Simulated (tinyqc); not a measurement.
# A barrier in a uniform field, exact transmission by Airy functions: effects of single changes

The left lead has its band edge at 0, the barrier edge falls as U(x) = U0 - F x with F = V/d for 0 < x < d, and the right lead has its edge at -V. No transverse momentum; C = hbar^2/(2 m0); psi and psi'/m are continuous. M carries (psi, psi'/m) across the barrier.

Parameters, values chosen for the exercise; U0 - E and the mass are of the order of those of hafnium oxide on silicon: mass in the left lead mL = 0.36 m0; barrier edge at x = 0 U0 = 1.95 eV; mass in the barrier m1 = 0.21 m0; electron energy E = 0.41 eV; barrier width d = 2.1 nm; voltage across the barrier V = 0.34 V; mass in the right lead mR = 0.36 m0.

Constants: q = 1.602176634e-19 C, hbar = 1.054571817e-34 J s, m0 = 9.1093837015e-31 kg, hbar^2/(2 m0) = 0.0380998212 eV nm^2. Results are converted to the units shown.

Each table varies one quantity; the others keep the values above.

## Exact and WKB transmission against energy

Energy scale e = (C F^2/m1)^(1/3), z(x) = (U(x) - E)/e, s = (dz/dx)/m1 = -F/(e m1); v = k/m in a lead. With a = Ai, a' = Ai', b = Bi, b' = Bi' at z1 (left edge) and z2 (right edge): M11 = pi (a2 b1' - b2 a1'), M12 = (pi/s)(b2 a1 - a2 b1), M21 = pi s (a2' b1' - b2' a1'), M22 = pi (b2' a1 - a2' b1). With M acting on (psi, psi'/m) and v = k/m in each lead, T(E) = 4 vL vR/[(vL vR M12 - M21)^2 + (vR M11 + vL M22)^2]. WKB: exp(-S), S = (4/(3 F)) sqrt(m1/C) [max(U0 - E, 0)^1.5 - max(U0 - F d - E, 0)^1.5].

Exact and WKB transmission against energy:
```
E (eV)	T(E), exact	exp(-S)	ratio
0.098	2.6928e-6	2.8087e-6	0.95871
0.325	1.4206e-5	6.8776e-6	2.0656
0.552	5.3220e-5	1.8127e-5	2.9360
0.78	1.8880e-4	5.2825e-5	3.5740
1.007	6.7812e-4	1.7482e-4	3.8789
1.235	0.0026253	7.1065e-4	3.6943
1.462	0.011429	0.0041268	2.7695
1.69	0.060634	0.077056	0.78689
1.917	0.36777	0.89056	0.41296
2.145	0.95399	1.0000	0.95399
```

The exact T(E) rises from 2.69e-6 to 0.954, and the ratio to WKB moves up and down between 0.413 and 3.88. Above U0 = 1.95 eV WKB gives 1, while the exact value is 0.954: reflection over the barrier.

## Effect of the width at fixed voltage

Same model as above.

Effect of the width at fixed voltage:
```
d (nm)	T(E), exact	exp(-S)	ratio
1.1	0.0057423	0.0023778	2.4150
1.4	0.0011059	4.5770e-4	2.4161
1.7	2.1285e-4	8.8102e-5	2.4160
2	4.0967e-5	1.6959e-5	2.4157
2.4	4.5527e-6	1.8849e-6	2.4154
2.7	8.7630e-7	3.6282e-7	2.4153
3	1.6867e-7	6.9839e-8	2.4152
3.4	1.8746e-8	7.7620e-9	2.4151
```

The exact T(E) falls from 0.00574 to 1.87e-8, on average 2.39 decades a nanometre; WKB loses 2.39, the same in every interval because S is proportional to d at fixed V. The ratio stays at 2.42.

Range of the model: Masses are held fixed, although real bands cease to be parabolic a few tenths of an eV from their edges.

tinyqc, about 0.01 s, one thread, Intel Xeon 2.30GHz (shared host): `OMP_NUM_THREADS=1 python tinyqc.py 2580034 2580035 out.jsonl`
